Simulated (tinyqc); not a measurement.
Anisotropic wet etching of Si(100): plane rates, V-grooves, membranes and undercut: one step, computed by the program tinyqc.

A long slot opens the mask on a (100) wafer. The floor etches at R100; (111) walls stand at theta = arctan(sqrt2) = 54.7356 degrees to the surface and recede at R111 along their normal.

Problem. Shape after the time t. A misaligned edge exposes ledges and adds R100 sin(misalignment) to the lateral rate (a simple estimate): u = R111/sin(theta) + R100 sin(misalignment). Top width W = w + 2 u t; floor width b = W - 2 z/tan(theta) = W - sqrt2 z. The floor lasts until b = 0, at t_V = w/(sqrt2 R100 - 2u); depth z = R100 t before t_V and W/sqrt2 after.

Inputs (values chosen for the exercise, close to those used for tetramethylammonium hydroxide solutions):

| quantity | value | unit |
|---|---|---|
| bath temperature T | 95 | C |
| width w (mask opening along <110>, or membrane width in the design step) | 25 | um |
| misalignment of the mask | 0.5 | degrees |
| etch time t | 17 | min |

R100 = 2.383662 um/min

R111 = 0.07171448 um/min

Give: lateral rate u; time t_V to close the V; top width W; depth z; floor width b.

Solution.

lateral rate u = 0.1086 um/min

time t_V to close the V = 7.927 min

top width W = 28.69 um

depth z = 20.29 um

floor width b = 0 um

The groove has closed to a V and now deepens at sqrt2 u = 0.154 um/min, 6.4 % of R100.
